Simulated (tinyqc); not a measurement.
Pariser-Parr-Pople SCF with singles CI, for the molecule C=Cc1ccccc1 (SMILES; centres numbered as the heavy atoms are written), step by step. Computed by tinyqc, a small Python program that keeps every step. Settings: charge = 0, gamma = MN, start = core, damping = 0, iteration cap = 88, excitations kept = 4. Command: `OMP_NUM_THREADS=1 python tinyqc.py 25315 25316 out.jsonl` (the two numbers bound the seeds that draw the settings). One thread of a shared host (Intel(R) Xeon(R) Processor @ 2.60GHz), about 0.01 s of CPU time with the checks. Later iterations appear only in the table of the cycle.

## PPP integrals

Centres (angstrom, eV; a flat drawing with bonds scaled to 1.40 angstrom):
```
centre        x        y  core charge z        W  gamma_rr
1C      -2.8790   0.4380              1  12.2900   12.0900
2C      -1.9300  -0.5910              1  12.2900   12.0900
3C      -0.5640  -0.2830              1  12.2900   12.0900
4C       0.3850  -1.3110              1  12.2900   12.0900
5C       1.7510  -1.0030              1  12.2900   12.0900
6C       2.1670   0.3330              1  12.2900   12.0900
7C       1.2180   1.3620              1  12.2900   12.0900
8C      -0.1480   1.0540              1  12.2900   12.0900
```

Resonance integrals (eV):
```
i  j     beta
1  2  -2.4600
2  3  -2.4600
3  4  -2.4600
4  5  -2.4600
5  6  -2.4600
6  7  -2.4600
7  8  -2.4600
8  3  -2.4600
```

Mataga-Nishimoto: gamma = 14.399645/(R + a), a = 2 x 14.399645/(gamma_rr + gamma_ss); H_rr = -W_r - sum_(s != r) z_s gamma_rs; H_rs = beta for bonds.

repulsion gamma_rs (eV), lower triangle:
```
         1C       2C       3C       4C       5C       6C       7C       8C
1C  12.0900
2C   5.5579  12.0900
3C   3.9825   5.5569  12.0900
4C   2.9422   3.9828   5.5595  12.0900
5C   2.3840   2.9417   3.9828   5.5569  12.0900
6C   2.3083   2.6711   3.6083   3.9827   5.5591  12.0900
7C   2.6711   2.9413   3.9820   3.6082   3.9829   5.5579  12.0900
8C   3.6083   3.9820   5.5570   3.9829   3.6084   3.9825   5.5569  12.0900
```

core matrix H (eV), lower triangle:
```
          1C        2C        3C        4C        5C        6C        7C        8C
1C  -35.7444
2C   -2.4600  -39.9236
3C    0.0000   -2.4600  -44.5190
4C    0.0000    0.0000   -2.4600  -41.9052
5C    0.0000    0.0000    0.0000   -2.4600  -40.3058
6C    0.0000    0.0000    0.0000    0.0000   -2.4600  -39.9599
7C    0.0000    0.0000    0.0000    0.0000    0.0000   -2.4600  -40.5902
8C    0.0000    0.0000   -2.4600    0.0000    0.0000    0.0000   -2.4600  -42.5680
```

## Starting guess

pi electrons, sum of z_r less the charge = 8

Orbitals of the core matrix H.

P at the start, lower triangle:
```
         1C       2C       3C       4C       5C       6C      7C      8C
1C   0.1976
2C   0.4657   1.1460
3C   0.1572   0.6146   1.3814
4C  -0.2057  -0.3718   0.4583   1.2444
5C  -0.0140  -0.0624  -0.0605   0.6854   0.8394
6C   0.1692   0.3070  -0.2029  -0.0199   0.6247   0.9632
7C   0.0310   0.0242  -0.1011  -0.2793   0.1917   0.6623  0.8684
8C  -0.2061  -0.3836   0.4325  -0.0387  -0.2639  -0.0727  0.6462  1.3596
```

## Iteration 1: Fock matrix

F_rr = H_rr + P_rr gamma_rr / 2 + sum_(s != r) P_ss gamma_rs; F_rs = H_rs - P_rs gamma_rs / 2; E = tr P (H + F) / 2 + core repulsion sum_(r<s) z_r z_s gamma_rs.

F (eV), lower triangle:
```
         1C       2C       3C       4C       5C       6C       7C       8C
1C  -7.5679
2C  -3.7542  -6.2553
3C  -0.3130  -4.1675  -4.2632
4C   0.3025   0.7405  -3.7340  -4.5082
5C   0.0167   0.0917   0.1206  -4.3643  -5.2532
6C  -0.1953  -0.4100   0.3660   0.0396  -4.1965  -5.7721
7C  -0.0414  -0.0355   0.2013   0.5038  -0.3818  -4.3005  -5.1997
8C   0.3719   0.7637  -3.6617   0.0771   0.4761   0.1449  -4.2554  -4.7497
```

pi energy = -104.3936 eV

## Iteration 1: orbitals and new P

Diagonalise F (the basis is taken as orthonormal) and form P = 2 sum c c over the lowest orbitals.

orbital energies (eV): -13.1103  -11.8606  -9.5766  -9.0066  -4.0088  0.0242  0.3620  3.6074

P after iteration 1, lower triangle:
```
         1C       2C       3C       4C       5C       6C      7C      8C
1C   1.0809
2C   0.8749   0.9136
3C   0.0280   0.4718   0.9985
4C  -0.2821   0.0151   0.5832   0.9694
5C  -0.0206  -0.0540   0.0237   0.6935   1.0076
6C   0.2287  -0.0064  -0.3021  -0.0063   0.6461   1.0136
7C  -0.0031  -0.0344  -0.0001  -0.3131  -0.0059   0.6621  1.0098
8C  -0.3081   0.0128   0.5871   0.0020  -0.3124  -0.0194  0.6799  1.0066
```

## Iteration 2: Fock matrix

As before.

F (eV), lower triangle:
```
         1C       2C       3C       4C       5C       6C       7C       8C
1C  -6.2326
2C  -4.8913  -6.3340
3C  -0.0558  -3.7708  -6.4271
4C   0.4150  -0.0301  -4.0812  -6.3864
5C   0.0245   0.0794  -0.0471  -4.3870  -6.2980
6C  -0.2639   0.0085   0.5451   0.0125  -4.2557  -6.2112
7C   0.0041   0.0506   0.0001   0.5649   0.0117  -4.3000  -6.1977
8C   0.5559  -0.0254  -4.0911  -0.0041   0.5637   0.0386  -4.3490  -6.2514
```

pi energy = -110.2351 eV

## Iteration 2: orbitals and new P

As before.

orbital energies (eV): -14.6885  -12.5311  -11.2188  -10.1045  -2.3990  -1.3542  -0.0575  2.0152

P after iteration 2, lower triangle:
```
         1C       2C       3C       4C       5C       6C      7C      8C
1C   0.9915
2C   0.9144   1.0040
3C   0.0032   0.4008   1.0040
4C  -0.2416  -0.0037   0.6066   1.0035
5C  -0.0010  -0.0471  -0.0003   0.6859   0.9991
6C   0.1924   0.0039  -0.3100  -0.0030   0.6528   1.0001
7C  -0.0019  -0.0315   0.0024  -0.3212   0.0039   0.6639  0.9973
8C  -0.2617  -0.0042   0.6126  -0.0036  -0.3180  -0.0008  0.6746  1.0005
```

## Convergence

Stop when output and input P, before any damping, agree to 1e-7.

Course of the cycle:
```
iteration       E (eV)  largest |P(out) - P(in)|
1          -104.393573                  8.83e-01
2          -110.235094                  9.04e-02
3          -110.395815                  2.99e-02
4          -110.413681                  1.21e-02
5          -110.416519                  4.88e-03
6          -110.416985                  1.96e-03
7          -110.417063                  7.92e-04
8          -110.417076                  3.20e-04
9          -110.417079                  1.30e-04
10         -110.417079                  5.28e-05
11         -110.417079                  2.43e-05
12         -110.417079                  1.29e-05
13         -110.417079                  7.03e-06
14         -110.417079                  3.92e-06
15         -110.417079                  2.21e-06
16         -110.417079                  1.25e-06
17         -110.417079                  7.08e-07
18         -110.417079                  4.02e-07
19         -110.417079                  2.29e-07
20         -110.417079                  1.30e-07
21         -110.417079                  7.42e-08
```

Converged in 21 iterations.

## Converged orbitals

Charges are z - P_rr.

orbital energies (eV): -14.5934  -12.4700  -11.1670  -10.2163  -2.2737  -1.3230  -0.0200  2.1034

coefficients:
```
       MO1      MO2      MO3      MO4      MO5      MO6      MO7      MO8
1C  0.1482   0.4109   0.0095   0.5560   0.5560   0.0095  -0.4109   0.1482
2C  0.2893   0.5235  -0.0013   0.3771  -0.3771   0.0013   0.5235  -0.2893
3C  0.4947   0.3342  -0.0136  -0.3786  -0.3786  -0.0136  -0.3342   0.4947
4C  0.3967   0.0084   0.4938  -0.3142   0.3142  -0.4938   0.0084  -0.3967
5C  0.3422  -0.3261   0.5066   0.1412   0.1412   0.5066   0.3261   0.3422
6C  0.3217  -0.4752   0.0125   0.4130  -0.4130  -0.0125  -0.4752  -0.3217
7C  0.3408  -0.3363  -0.4931   0.1662   0.1662  -0.4931   0.3363   0.3408
8C  0.3943  -0.0049  -0.5060  -0.2975   0.2975   0.5060  -0.0049  -0.3943
```

pi charges: 1C 0.0000, 2C 0.0000, 3C 0.0000, 4C 0.0000, 5C 0.0000, 6C 0.0000, 7C 0.0000, 8C 0.0000

## Singles CI, singlets

Over the 4 single excitations with the smallest orbital gaps: A = (e_a - e_i) delta + 2 (ia|jb) - (ij|ab), with (pq|rs) = sum c_mp c_mq gamma_mn c_nr c_ns. f = 2/3 w |mu|^2 in atomic units, mu = sqrt2 sum c_ia sum_m c_mi c_ma R_m.

singlet CI matrix (eV), lower triangle:
```
         4>5     3>5     4>6     3>6
4>5   5.2559
3>5  -0.0938  5.6568
4>6  -0.0938  0.7471  5.6568
3>6  -0.1563  0.0006  0.0006  6.9881
```

singlet excitation energies (eV): 4.9097  5.2271  6.4185  7.0024

oscillator strengths: 0.0000  0.8158  0.7469  0.7571

## Singles CI, triplets

Over the 4 single excitations with the smallest orbital gaps: A = (e_a - e_i) delta - (ij|ab), with (pq|rs) = sum c_mp c_mq gamma_mn c_nr c_ns.

triplet CI matrix (eV), lower triangle:
```
         4>5      3>5     4>6     3>6
4>5   2.5423
3>5  -0.0305   4.5250
4>6  -0.0305  -0.3847  4.5250
3>6  -0.3847   0.0147  0.0147  3.5351
```

triplet excitation energies (eV): 2.4100  3.6644  4.1433  4.9097
